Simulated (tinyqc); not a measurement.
Reverse leakage of an n+-p junction: diffusion, generation, trap-assisted and band-to-band tunnelling: one step of the calculation.

One-sided abrupt junction in the depletion approximation, x from the junction (0) to W on the p side, field F = F0 (1 - x/W). Flat quasi-Fermi levels, long p side. Traps generate through SRH with both lifetimes shortened by 1 + Gamma (Hurkx enhancement, form for moderate fields); band-to-band generation is local and needs a total bending above Eg.

Task. Current components. u = (Vbi + VR)(1 - x/W)^2, p = Na exp(-u/Vt), n = Nd exp((u - Vbi - VR)/Vt); G0 = ni^2 (1 - exp(-VR/Vt))/(tau (n + p + 2 ni cosh(Et/Vt))); Gamma = 2 sqrt(3 pi)(F/FG) exp((F/FG)^2); trap-assisted part G0 Gamma; G_bb = Ab F^2.5 exp(-Bb/F) with F in V/cm, zero unless Vbi + VR > Eg, and counted as zero under 1 cm^-3 s^-1. 13 equal steps.

Each current is q times the trapezoid sum of its rate; J adds J_diff; J_bb under 1e-8 of the sum is given as 0.

Constants: q = 1.602176634e-19 C. Results are converted to the units shown.

```
point,x (nm),G0 (cm^-3 s^-1),G0 Gamma (cm^-3 s^-1),G_bb (cm^-3 s^-1)
0,0.00000,8.2592282e9,1.2893248e10,0
1,32.25247,6.2728672e14,8.9624325e14,0
2,64.50495,5.6943620e17,7.3996543e17,0
3,96.75742,5.8662838e17,6.8806257e17,0
4,129.00990,5.8662979e17,6.1526010e17,0
5,161.26237,5.8662979e17,5.4373785e17,0
6,193.51484,5.8662595e17,4.7334108e17,0
7,225.76732,5.8530649e17,4.0301849e17,0
8,258.01979,4.4521815e17,2.5450998e17,0
9,290.27226,3.0620541e16,1.3960548e16,0
10,322.52474,1.3854489e15,4.7261240e14,0
11,354.77721,1.4665962e14,3.3296126e13,0
12,387.02969,3.8077814e13,4.3179842e12,0
13,419.28216,2.4290842e13,0,0
```

J_diff = 5.3928900e-9 A/cm^2

Wanted: J_SRH; J_TAT; J_bb; J.

Result.

J_SRH = 2.0563e-6 A/cm^2
J_TAT = 1.9291e-6 A/cm^2
J_bb = 0 A/cm^2
J = 3.9908e-6 A/cm^2

Range of the model: The n+ side is degenerate, so Vbi from Boltzmann statistics is only a guide.

Computed by the program tinyqc: `OMP_NUM_THREADS=1 python tinyqc.py 2290127 2290128 out.jsonl`, one thread of a shared Intel Xeon 2.30GHz, about 0.01 s for the whole run.
